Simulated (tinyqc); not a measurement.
Off-state leakage of single and stacked transistors: two steps of the calculation.

n-channel devices of unit width. Subthreshold current I(Vg, Vs, Vd) = I0 (T/300 K)^0.5 exp[(Vg - Vs - VT(T) - gb (Vs - Vb) + dd (Vd - Vs))/(nf Vt)] (1 - exp(-(Vd - Vs)/Vt)), VT(T) = VT - cT (T - 300 K). Gate-edge tunnelling Ig (Vd/1 V) exp(ag (Vd - 1 V)), for a gate at 0 V, and band-to-band leakage Ab u exp(-Bb/u), u = Vd - Vb + 1 V, flow at a drain held at V; both are taken as independent of T. In a stack of off transistors (all gates at 0 V) the same subthreshold current passes through each.

Parameters, values chosen for the exercise; values of the order met in bulk silicon logic transistors:
```
symbol,value,unit,meaning
T,398,K,temperature
V,1,V,supply voltage
VT,0.42,V,"threshold at 300 K, zero drain and body bias"
cT,0.7,mV/K,fall of the threshold with temperature
I0,0.56,uA/um,current at threshold at 300 K
nf,1.18,,slope factor
dd,0.13,,drain-induced lowering per volt
gb,0.17,,rise of the threshold per volt of source-body bias
Ig,2e-6,uA/um,gate-edge tunnelling current at 1 V
ag,4.9,1/V,exponential slope of the gate current
Ab,50,uA/(um V),prefactor of band-to-band leakage at the drain
Bb,22,V,its exponential voltage
Vb,0,V,body voltage
```

Constants: q = 1.602176634e-19 C, kB = 1.380649e-23 J/K, Vt = kB T/q. Results are converted to the units shown.

Task 1. Leakage of one transistor. Vg = Vs = 0, Vd = V; effective threshold VT(T) - gb Vb - dd V.

Find: effective threshold; parts; total; shares.

Result 1.

effective threshold = 0.22140 V
parts (nA/um): subthreshold 2.7145, gate edge 0.0020000, band-to-band 1.6702
total = 4.3867 nA/um
shares (%): subthreshold 61.881, gate edge 0.045593, band-to-band 38.074

The subthreshold part is the largest.

Task 2. New Vx. Stack of two, Vx the node between them: I_low = I(0, 0, Vx), I_up = I(0, Vx, V), f = ln(I_up/I_low), f' = -(1 + gb + 2 dd)/(nf Vt) - 1/(Vt (exp(Vx/Vt) - 1)) - 1/(Vt (exp((V - Vx)/Vt) - 1)), Vx(new) = Vx - f/f'.

Vx at the start = 0.091 V

Give: I_low; I_up; f; f'; Vx after iteration 1.

Result 2.

I_low = 0.13611 nA/um
I_up = 0.14595 nA/um
f = 0.069809
f' = -37.543 1/V
Vx after iteration 1 = 0.092859 V

Program tinyqc, `OMP_NUM_THREADS=1 python tinyqc.py 2242259 2242260 out.jsonl`; Intel Xeon 2.30GHz, shared host, one thread, about 0.03 s.
